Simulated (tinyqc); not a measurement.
Hydrostatic strain: sp3s* tight binding, strained.

sp3s* tight binding, nearest neighbours only: anion (a) at 0, cation (c) at a/4 (1,1,1), orbitals s, px, py, pz, s* on each; k in units of 2 pi/a. With phases e_j = exp(i (pi/2) k.n_j) for n = (1,1,1), (1,-1,-1), (-1,1,-1), (-1,-1,1): g0 = (e1+e2+e3+e4)/4, g1 = (e1+e2-e3-e4)/4, g2 = (e1-e2+e3-e4)/4, g3 = (e1-e2-e3+e4)/4. The diagonal holds the levels Esa, Epa, Exa (s*) and Esc, Epc, Exc. Anion-cation block: <sa|sc> = Vss g0; <sa|xc> = Vsapc g1; <xa|sc> = -Vscpa g1; <xa|xc> = Vxx g0; <xa|yc> = <ya|xc> = Vxy g3, <xa|zc> = <za|xc> = Vxy g2, <ya|zc> = <za|yc> = Vxy g1; <s*a|xc> = Vxapc g1; <xa|s*c> = -Vpaxc g1; y and z take g2 and g3 in place of g1; s-s* and s*-s* vanish.

Strain e moves each bond vector to d = (1 + e) d0 (no internal displacement for the diagonal strains used here) and k is given in fractions of the strained reciprocal cell, so the phases stay. Two-centre values Vss_sigma = Vss/4, Vsp_sigma = sqrt3 V/4 for each s-p and s*-p pair, Vpp_sigma = (Vxx + 2 Vxy)/4, Vpp_pi = (Vxx - Vxy)/4 are scaled by (d0/d)^eta and combined with the new direction cosines; the levels on the diagonal stay.

Parameters, chosen for this exercise (near a published set for Ge, fitted to gaps, whose masses and valley positions are rough; not measured data): Esa = -5.835 eV (s level of the anion); Epa = 1.601 eV (p level of the anion); Esc = -5.835 eV (s level of the cation); Epc = 1.601 eV (p level of the cation); Exa = 6.385 eV (s* level of the anion); Exc = 6.385 eV (s* level of the cation); Vss = -6.834 eV (s-s); Vxx = 1.606 eV (px-px); Vxy = 4.865 eV (px-py); Vsapc = 5.473 eV (s anion, p cation); Vscpa = 5.473 eV (s cation, p anion); Vxapc = 5.218 eV (s* anion, p cation); Vpaxc = 5.218 eV (p anion, s* cation); eta = 2 (scaling exponent).

exx = eyy = ezz = e. Gaps as measured from the top of the valence band; the deformation potentials are (gap(0.01) - gap(-0.01))/0.06.

Gaps (eV):
```
e       Gamma   Delta       L  x of the minimum
-0.03  1.5341  0.8144  1.0877             0.788
-0.02  1.3520  0.8091  0.9957             0.794
-0.01  1.1754  0.8036  0.9071             0.799
0.00   1.0040  0.7980  0.8217             0.805
0.01   0.8377  0.7922  0.7395             0.810
0.02   0.6763  0.7863  0.6604             0.816
0.03   0.5195  0.7803  0.5843             0.822
```

gap deformation potentials (eV): Gamma -5.628, Delta -0.190, L -2.793

Per unit of volume strain the gaps move by -5.63 (Gamma), -0.19 (Delta) and -2.79 eV (L). The lowest valley changes from the Delta line to L between e = 0 and 0.01 and from L to Gamma between e = 0.02 and 0.03. These potentials follow from the one exponent eta, which fitted models replace by one for each integral; with it the sizes are rough, the sign for Delta can be wrong (in Si, Ge and the III-V crystals measured values are small and positive), and the pressures at which valleys cross, and which valley takes over, are rough too. A gap of zero, where one is listed, marks an s level that has sunk below the valence top.

Run: tinyqc, `OMP_NUM_THREADS=1 python tinyqc.py 1451109 1451110 out.jsonl`; Intel(R) Xeon(R) Processor @ 2.30GHz, one thread, shared host; about 0.08 s of CPU time with all checks.
